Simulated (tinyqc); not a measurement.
# Changing the photon energy

Model: X-ray photoelectron analysis of a thin oxide on a semiconductor: attenuation lengths, thickness, angle series and band offsets. Computed by tinyqc, a small Python program. Command: `OMP_NUM_THREADS=1 python tinyqc.py 3114360 3114361 out.jsonl xps sweep`. One thread of a shared host (Intel(R) Xeon(R) Processor @ 2.30GHz), about 0.01 s of CPU time with the checks.

The same element is seen in the oxide and in the substrate, at nearly the same kinetic energy; films are flat and uniform, and the work function is ignored.

Inputs (values chosen for the exercise, modelled on SiO2 on silicon):
```
quantity                                          value     unit
binding energy of the core level                   99.4       eV
oxide density                                      2.15   g/cm^3
oxide formula mass                                60.08    g/mol
valence electrons per oxide formula                  16        -
oxide gap                                           8.8       eV
substrate density                                  2.33   g/cm^3
substrate formula mass                            28.09    g/mol
valence electrons per substrate formula               4        -
substrate gap                                      1.12       eV
oxide thickness d                                   5.7       nm
emission angle from the normal                       60  degrees
attenuation length over inelastic mean free path   0.86        -
carbon overlayer                                  0.097       nm
```

Method:
- TPP-2M: lambda = E/(E_p^2 [b ln(c E) - C/E + D/E^2]) in angstrom, E_p = 28.8 sqrt(N_v rho/M), b = -0.10 + 0.944/sqrt(E_p^2 + E_g^2) + 0.069 rho^0.1, c = 0.191/sqrt(rho), U = N_v rho/M, C = 1.97 - 0.91 U, D = 53.4 - 20.8 U, with E = photon energy less binding energy in eV.
- Attenuation length L = factor x lambda.
- R_0 = (rho_o/M_o) L_o/((rho_s/M_s) L_s); peak ratio R = I_ox/I_sub = R_0 [exp(d/(L_o cos theta)) - 1]; hence d = L_o cos theta ln(1 + R/R_0). A carbon layer weakens both peaks alike, by exp(-d_C/(L_o cos theta)) if its L is taken equal to L_o. This R_0 leaves out intrinsic losses from the substrate peak, so calibrated values can be larger.

One run for each value:
```
photon energy (eV)  L in the oxide (nm)    ratio R     R_0  depth 3 L_o cos theta (nm)
300                               0.873  2.708e+05  0.5737                       1.309
400                               1.102  1.738e+04  0.5596                       1.653
533                               1.402  1.874e+03  0.5521                       2.103
711                               1.789  3.199e+02  0.5477                       2.684
949                               2.285  7.946e+01  0.5451                       3.428
1270                              2.925  2.623e+01  0.5434                       4.388
1690                              3.727  1.101e+01  0.5424                       5.591
2250                              4.754  5.419e+00  0.5417                       7.131
3000                              6.074  2.995e+00  0.5413                       9.111
```

What does the table show?

Over the rows, L in the oxide (nm) rises from 0.873 to 6.07 (exponent d ln y / d ln x about 0.84 throughout); ratio R falls from 271000 to 3.00 (exponent d ln y / d ln x -9.5 between the first rows and -2.1 between the last); R_0 falls from 0.574 to 0.541 (exponent d ln y / d ln x -0.087 between the first rows and -0.0026 between the last).

Caution (all rows): beyond about 60 degrees elastic scattering and roughness make a single attenuation length unreliable.

Extremes, crossings and ranges named in words are read from the listed rows.
